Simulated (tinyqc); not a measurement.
Ballistic Schottky-barrier transistor with a two-dimensional channel, WKB contacts: one step of the calculation.

Source Fermi level 0, drain Fermi level -Vd. Far from the contacts Ec = pn - psi, and the gate moves psi one to one; the band edges relax as exp(-x/lam) from pn at the source and pn - Vd at the drain; Ev = Ec - Eg. A carrier of energy w inside the channel band meets at a contact a barrier of height D (the contact edge beyond the channel edge): T = 1 for w >= D, else exp(-S), S = 4 lam sqrt(m/C) [sqrt(D - w) - sqrt(w) arctan sqrt((D - w)/w)], C = hbar^2/(2 m0). The two contacts combine as Ts Td/(Ts + Td - Ts Td).

Problem. Current of the holes on a coarse grid. I/W = g (2 q^2/h) int T(w) [N(Es + w) - N(Ed + w)] dw with w the energy of motion along the channel, N(y) = (1/2 pi) sqrt(pi m kB T/C) Fm(-y/kB T), Fm(x) = (1/sqrt(pi)) int_0^infinity u^(-1/2)/(1 + exp(u - x)) du. Electrons: Ds = psi, Dd = psi - Vd, Es = Ec, Ed = Ec + Vd. Holes: Ds = -psi, Dd = Vd - psi, Es = -Ev, Ed = -Ev - Vd. The size of each current is taken; both flow from drain to source and add. Simpson's rule on nE equally spaced w from 0 to wm.

Inputs (values chosen for the exercise); channel values close to those of an ultrathin silicon body with silicide contacts:
- T = 300 K (temperature)
- Eg = 1.12 eV (band gap)
- pn = 0.45 eV (barrier for electrons at both contacts)
- mp = 0.26 m0 (hole mass)
- g = 2 (valleys or subbands)
- lam = 2.1 nm (screening length at the contacts)
- Vd = 0.05 V (drain bias)
- ps = -0.47 V (band shift psi of the channel by the gate)
- wm = 0.7 eV (upper end of the grid)
- nE = 15 (points of the grid)

Constants: q = 1.602176634e-19 C, kB = 1.380649e-23 J/K, hbar = 1.054571817e-34 J s, h = 6.62607015e-34 J s, m0 = 9.1093837015e-31 kg, Vt = kB T/q, hbar^2/(2 m0) = 0.0380998212 eV nm^2. Results are converted to the units shown.

Give: w; Ts; Td; T; size of the supply difference; current.

Solution.

```
point,w (eV),Ts,Td,T,size of the supply difference (1/um)
0,0.00000,2.9283e-7,1.3424e-7,9.2045e-8,0.30543
1,0.05000,2.9054e-4,1.3869e-4,9.3889e-5,0.044244
2,0.10000,0.0031058,0.0015475,0.0010339,0.0063977
3,0.15000,0.015520,0.0080945,0.0053484,9.2486e-4
4,0.20000,0.051757,0.028353,0.018660,1.3370e-4
5,0.25000,0.13191,0.076235,0.050766,1.9327e-5
6,0.30000,0.27471,0.16847,0.11661,2.7938e-6
7,0.35000,0.48449,0.31794,0.23757,4.0386e-7
8,0.40000,0.73564,0.52354,0.44064,5.8380e-8
9,0.45000,0.95620,0.75902,0.73352,8.4392e-9
10,0.50000,1.0000,0.96039,0.96039,1.2199e-9
11,0.55000,1.0000,1.0000,1.0000,1.7635e-10
12,0.60000,1.0000,1.0000,1.0000,2.5493e-11
13,0.65000,1.0000,1.0000,1.0000,3.6851e-12
14,0.70000,1.0000,1.0000,1.0000,5.3271e-13
```

current = 1.5416e-4 uA/um

Range of the model: No scattering, image-force lowering, channel charge or band-to-band tunnelling; parabolic kappa overstates S deep in the gap.

Program tinyqc, `OMP_NUM_THREADS=1 python tinyqc.py 2390007 2390008 out.jsonl`; Intel Xeon 2.30GHz, shared host, one thread, about 0.2 s.
